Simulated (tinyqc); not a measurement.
# p-n heterojunction, non-linear Poisson equation by Newton steps, Boltzmann statistics: effects of single changes

One dimension, material 1 (p-type) at x < 0 and material 2 (n-type) at x > 0. Band edges: Ec = -psi in material 1 and -psi + dEc in material 2, Ev = Ec - Eg. Flat quasi-Fermi levels: 0 for holes, +V for electrons. n = Nc F((EFn - Ec)/Vt), p = Nv F((Ev - EFp)/Vt), with F(eta) = exp(eta) (Boltzmann statistics); full ionisation, no interface charge, classical densities; the doping types are chosen for the exercise.

Inputs (values chosen for the exercise); band and dielectric values those of a made-up pair:
- T = 300 K (temperature)
- Eg1 = 0.799 eV (band gap of material 1)
- er1 = 14.2 (relative permittivity of material 1)
- Nc1 = 2.2e17 cm^-3 (conduction-band density of states of material 1)
- Nv1 = 6.79e18 cm^-3 (valence-band density of states of material 1)
- Eg2 = 1.6 eV (band gap of material 2)
- er2 = 13.6 (relative permittivity of material 2)
- Nc2 = 5.63e17 cm^-3 (conduction-band density of states of material 2)
- Nv2 = 1.19e19 cm^-3 (valence-band density of states of material 2)
- dEc = 0.16 eV (conduction-band offset Ec2 - Ec1)
- N1 = 7.5e17 cm^-3 (acceptor density of material 1)
- N2 = 1.7e16 cm^-3 (donor density of material 2)
- V = -1.6 V (bias of side 1 against side 2)

Constants: q = 1.602176634e-19 C, kB = 1.380649e-23 J/K, Vt = kB T/q, eps0 = 8.8541878128e-14 F/cm where lengths are in cm. Results are converted to the units shown.

Each table varies one quantity; the others keep the values above.

## Effect of the acceptor density of material 1

Exact first integral: on each side D^2/(2 eps0 er) = G, G = q [Vt (nI_j - nI_b) + Vt (pI_j - pI_b) - C (psi_j - psi_b)], with C = -N1 or +N2, b the neutral end of that side, and nI, pI the densities themselves. D is continuous, so er1 G1(psi_j) = er2 G2(psi_j) fixes psi_j. Ends from Nv1 F((-psi_L - Eg1)/Vt) = N1 and Nc2 F((V + psi_R - dEc)/Vt) = N2. D is counted positive when psi rises towards material 2. Depletion (Anderson) capacitance C^2 = q eps0 er1 er2 N1 N2/(2 (er1 N1 + er2 N2)(psi_R - psi_L)). -dD/dV is the change of the displacement at the interface with both quasi-Fermi levels flat; it is the terminal capacitance only while neither side holds an inversion layer. n_j and p_j are densities at the interface.

Effect of the acceptor density of material 1:

| N1 (cm^-3) | psi_R - psi_L (V) | psi_j - psi_L (V) | psi_R - psi_j (V) | D/q (cm^-2) | n_j in 1 (cm^-3) | p_j in 2 (cm^-3) | -dD/dV (nF/cm^2) | depletion C (nF/cm^2) |
|---|---|---|---|---|---|---|---|---|
| 3.8e16 | 2.334 | 0.7106 | 1.624 | 6.390e11 | 1.698e-9 | 1.313e-6 | 22.43 | 22.18 |
| 6.3e16 | 2.348 | 0.4973 | 1.850 | 6.828e11 | 2.681e-13 | 0.008315 | 23.82 | 23.56 |
| 1e17 | 2.359 | 0.3490 | 2.010 | 7.121e11 | 5.439e-16 | 4.099 | 24.72 | 24.45 |
| 1.7e17 | 2.373 | 0.2288 | 2.144 | 7.358e11 | 3.057e-18 | 729.3 | 25.39 | 25.11 |
| 2.9e17 | 2.387 | 0.1499 | 2.237 | 7.517e11 | 8.492e-20 | 2.625e4 | 25.78 | 25.50 |
| 4.9e17 | 2.401 | 0.1009 | 2.300 | 7.623e11 | 7.541e-21 | 2.956e5 | 25.97 | 25.71 |
| 8.1e17 | 2.414 | 0.07075 | 2.343 | 7.695e11 | 1.422e-21 | 1.568e6 | 26.04 | 25.81 |
| 1.4e18 | 2.428 | 0.04938 | 2.378 | 7.753e11 | 3.600e-22 | 6.193e6 | 26.05 | 25.84 |

Read the table: what changes, and by how much?

As N1 goes from 3.8e16 to 1.4e18, the total bending rises from 2.33 to 2.43 V and the sheet charge D/q rises from 6.39e11 to 7.75e11 cm^-2; the share of the bending in material 1 falls from 30.4 to 2.03 %. The capacitance departs most from the depletion formula at N1 = 3.8e16, where it is 1.1 % above it.

## Effect of the bias of side 1 against side 2

Same model as above.

Results:

| V (V) | psi_R - psi_L (V) | psi_j - psi_L (V) | psi_R - psi_j (V) | D/q (cm^-2) | n_j in 1 (cm^-3) | p_j in 2 (cm^-3) | -dD/dV (nF/cm^2) | depletion C (nF/cm^2) |
|---|---|---|---|---|---|---|---|---|
| 0.2 | 0.6116 | 0.02974 | 0.5818 | 3.769e11 | 5.446e8 | 7.093e6 | 52.64 | 51.23 |
| -0.26 | 1.072 | 0.04266 | 1.029 | 5.063e11 | 16.81 | 4.302e6 | 39.38 | 38.70 |
| -0.71 | 1.522 | 0.05394 | 1.468 | 6.070e11 | 7.167e-7 | 2.781e6 | 32.91 | 32.48 |
| -1.17 | 1.982 | 0.06479 | 1.917 | 6.951e11 | 2.042e-14 | 1.828e6 | 28.77 | 28.46 |
| -1.63 | 2.442 | 0.07525 | 2.366 | 7.734e11 | 5.728e-22 | 1.220e6 | 25.88 | 25.64 |
| -2.54 | 3.352 | 0.09533 | 3.256 | 9.086e11 | 6.427e-37 | 5.609e5 | 22.04 | 21.88 |
| -3 | 3.812 | 0.1053 | 3.706 | 9.698e11 | 1.770e-44 | 3.813e5 | 20.65 | 20.52 |

Estimate the missing row, V = -2.09 V.

Computed row:

| V (V) | psi_R - psi_L (V) | psi_j - psi_L (V) | psi_R - psi_j (V) | D/q (cm^-2) | n_j in 1 (cm^-3) | p_j in 2 (cm^-3) | -dD/dV (nF/cm^2) | depletion C (nF/cm^2) |
|---|---|---|---|---|---|---|---|---|
| -2.09 | 2.902 | 0.08548 | 2.816 | 8.444e11 | 1.593e-29 | 8.212e5 | 23.71 | 23.52 |

With this row back in the table: As V goes from 0.2 to -3, the total bending rises from 0.612 to 3.81 V and the sheet charge D/q rises from 3.77e11 to 9.70e11 cm^-2; the share of the bending in material 1 falls from 4.86 to 2.76 %. The capacitance departs most from the depletion formula at V = 0.2, where it is 2.7 % above it.

Computed by the program tinyqc: `OMP_NUM_THREADS=1 python tinyqc.py 2040060 2040061 out.jsonl`, one thread of a shared Intel Xeon 2.30GHz, about 0.05 s for the whole run.
